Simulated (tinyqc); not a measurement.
# Resistance of a tapered via with liner, size effect and interface: two fill metals against the diameter

A round via whose diameter grows from db at the bottom as D(z) = db + 2 z/tan(ang). The fill, of diameter D - 2 tl, starts above the bottom liner (thickness fb tl) and has rho = rho0 (1 + ks lam/(D - 2 tl)); the sidewall liner conducts in parallel with it. The bottom liner and the interface are crossed over the full area pi db^2/4. Spreading in the lines above and below is left out.

Slices between z0 = fb tl and hv, evaluated at their midpoints: conductance per length pi/4 [(D - 2 tl)^2/rho + (D^2 - (D - 2 tl)^2)/rl], slice resistance = slice height over that. 2000 slices. R_fill = sum of the slices; R_bottom = rl fb tl/(pi db^2/4); R_interface = ri/(pi db^2/4). The second fill has rho2, lam2 and tl2 in place of rho0, lam and tl.

Inputs (values chosen for the exercise); fill metal close to molybdenum: height hv = 21 nm; sidewall angle ang = 85 degrees; bulk resistivity of the fill rho0 = 5.4 uohm cm; mean free path of the fill lam = 11.1 nm; size-effect factor ks = 1; liner on the sidewall tl = 0 nm; liner at the bottom over that on the sidewall fb = 0.5; resistivity of the liner rl = 390 uohm cm; interface resistivity at the bottom ri = 2.5e-12 ohm cm^2; ballistic conductance per area, about 3/(4 rho0 lam) Sb = 1.3e15 S/m^2; bulk resistivity of the second fill (close to cobalt) rho2 = 6.38 uohm cm; its mean free path lam2 = 11.5 nm; its liner tl2 = 1.8 nm.

Result of one run:
```
db (nm),"R, first fill (ohm)","R, second fill (ohm)",ratio second/first
35,1.6487,5.8839,3.5687
```

What becomes of these results when the diameter at the bottom db is changed from 35 to 70 nm, all else the same?

Result of the changed run:
```
db (nm),"R, first fill (ohm)","R, second fill (ohm)",ratio second/first
70,0.38822,1.3852,3.5682
```

The whole series:
```
db (nm),"R, first fill (ohm)","R, second fill (ohm)",ratio second/first
6,70.993,491.14,6.9181
8.5,33.829,165.09,4.8801
12,16.155,66.194,4.0974
17,7.6535,28.797,3.7626
24,3.6651,13.278,3.6228
35,1.6487,5.8839,3.5687
49,0.81428,2.8991,3.5603
70,0.38822,1.3852,3.5682
100,0.18628,0.66723,3.5818
```

The ratio goes from 6.92 to 3.58. The first fill gives the lower R in every row.

Numbers from tinyqc (`OMP_NUM_THREADS=1 python tinyqc.py 2750057 2750058 out.jsonl`; about 0.01 s on one thread of a shared Intel Xeon 2.30GHz).
